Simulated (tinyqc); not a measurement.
Geometry relaxation of a small cluster: one step, computed by the program tinyqc. Command: `OMP_NUM_THREADS=1 python tinyqc.py 3024438 3024439 out.jsonl relax walk`. One thread of a shared host (Intel(R) Xeon(R) Processor @ 2.30GHz), about 0.01 s of CPU time with the checks.

E = sum_(i<j) phi(r_ij), phi(r) = eps [exp(-2 alpha (r - r0)) - 2 exp(-alpha (r - r0))]; the force on i is -sum_j phi'(r_ij) (R_i - R_j)/r_ij.

Question. Energy and forces at the start. Evaluate E and the forces at the starting positions.

Inputs (values chosen for the exercise, for model atoms): length r0 = 2.41 angstrom; well depth eps = 0.26 eV; stiffness alpha = 1.79 1/angstrom.

Potential: Morse. Method: conjugate gradient.

starting positions (angstrom):
```
           x     y      z
atom 1  0.29  0.07  -0.02
atom 2  2.43  0.05      0
atom 3  1.04  1.96  -0.12
atom 4  1.24  0.83   1.91
atom 5  1.32  0.67  -1.87
```

Give: distances; energy at the start; forces.

Answer.

distances (angstrom): 1-2 2.140, 1-3 2.036, 1-4 2.281, 1-5 2.201, 2-3 2.365, 2-4 2.382, 2-5 2.261, 3-4 2.332, 3-5 2.192, 4-5 3.784

energy at the start = -1.883 eV

forces (eV/angstrom):
```
             x       y       z
atom 1  -1.990  -1.870   0.337
atom 2   1.193  -0.195   0.279
atom 3   0.492   2.142   0.295
atom 4   0.116   0.037   0.364
atom 5   0.188  -0.114  -1.275
```
